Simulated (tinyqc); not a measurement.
Koster-Slater impurity in a tight-binding band, by Green functions and by supercells: one step, computed by the program tinyqc. Command: `OMP_NUM_THREADS=1 python tinyqc.py 3023235 3023236 out.jsonl kosterslater walk`. One thread of a shared host (Intel(R) Xeon(R) Processor @ 2.30GHz), about 0.06 s of CPU time with the checks.

One orbital per site, e(k) = -2 t sum cos(k_i) over 3 direction(s), band from -6 t to 6 t, lattice constant 1. One site has the extra energy U. Spin is left out.

Problem. Scattering. T = U/(1 - U G0); phase shift delta = -arg(1 - U G0) in (-pi, pi]; host density of states -Im G0/pi; on the impurity -Im[G0/(1 - U G0)]/pi; lifetime of a band state hbar/(-2 c Im T).

Inputs (values chosen for the exercise, for a model band): impurity potential U = 3.32 eV; impurity concentration c = 0.004 per site.

Lattice: simple cubic.

G0(E + i eta) = -0.6794283-0.4707394i 1/eV

Constants: hbar = 6.582119569e-16 eV s.

Give: T matrix; phase shift delta; host density of states; density of states on the impurity; scattering lifetime.

Solution.

T matrix = 0.8288-0.3978i eV

phase shift delta = -0.4475 rad

host density of states = 0.1498 1/eV

density of states on the impurity = 0.01149 1/eV

scattering lifetime = 206.8 fs

The Born approximation would take Im T = U^2 Im G0 = -5.19 eV, 13.0 times the full value.
